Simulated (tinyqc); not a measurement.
Inside a calculation. Model: a barrier in a uniform field, exact transmission by Airy functions.

tinyqc, about 0.01 s, one thread, Intel Xeon 2.30GHz (shared host): `OMP_NUM_THREADS=1 python tinyqc.py 2580104 2580105 out.jsonl` Printed values are rounded.

The left lead has its band edge at 0, the barrier edge falls as U(x) = U0 - F x with F = V/d for 0 < x < d, and the right lead has its edge at -V. No transverse momentum; C = hbar^2/(2 m0); psi and psi'/m are continuous. M carries (psi, psi'/m) across the barrier.

Parameters, values chosen for the exercise; masses and offsets close to those of GaN wells and AlGaN barriers:
```
symbol  value  unit                     meaning
mL       0.19    m0       mass in the left lead
U0        0.6    eV       barrier edge at x = 0
m1       0.27    m0         mass in the barrier
E       0.297    eV             electron energy
d           3    nm               barrier width
V        0.13     V  voltage across the barrier
mR       0.19    m0      mass in the right lead
```

Constants: q = 1.602176634e-19 C, hbar = 1.054571817e-34 J s, m0 = 9.1093837015e-31 kg, hbar^2/(2 m0) = 0.0380998212 eV nm^2. Results are converted to the units shown.

Range of the model: Masses are held fixed, although real bands cease to be parabolic a few tenths of an eV from their edges.

## Scaled variables

Energy scale e = (C F^2/m1)^(1/3), z(x) = (U(x) - E)/e, s = (dz/dx)/m1 = -F/(e m1); v = k/m in a lead. vL = sqrt(mL E/C)/mL, vR = sqrt(mR (E + V)/C)/mR.

F = 0.0433333 V/nm
e = 0.0642295 eV
z1 = 4.71746
z2 = 2.69347
s = -2.49876 1/nm
vL = 6.40531 1/nm
vR = 7.68026 1/nm

Both z are positive: the whole barrier is forbidden.

## Airy functions at the edges

Ai and Bi solve y'' = z y, with Wronskian Ai Bi' - Ai' Bi = 1/pi.

Airy functions:
```
            Ai          Ai'       Bi      Bi'
z1  2.04768e-4  -4.55019e-4  358.407  758.069
z2   0.0113254   -0.0195240  8.64767  13.1980
```

## Transfer matrix

With a = Ai, a' = Ai', b = Bi, b' = Bi' at z1 (left edge) and z2 (right edge): M11 = pi (a2 b1' - b2 a1'), M12 = (pi/s)(b2 a1 - a2 b1), M21 = pi s (a2' b1' - b2' a1'), M22 = pi (b2' a1 - a2' b1).

M (M12 in nm, M21 in 1/nm):
```
         1        2
1  26.9844  5.10115
2  116.138  21.9919
```

## Transmission, exact and WKB

With M acting on (psi, psi'/m) and v = k/m in each lead, T(E) = 4 vL vR/[(vL vR M12 - M21)^2 + (vR M11 + vL M22)^2]. WKB: exp(-S), S = (4/(3 F)) sqrt(m1/C) [max(U0 - E, 0)^1.5 - max(U0 - F d - E, 0)^1.5].

T(E) = 0.00141206
S = 7.76764
exp(-S) = 4.23213e-4
ratio T(E)/exp(-S) = 3.33651

The exact value is 3.34 times the WKB one.
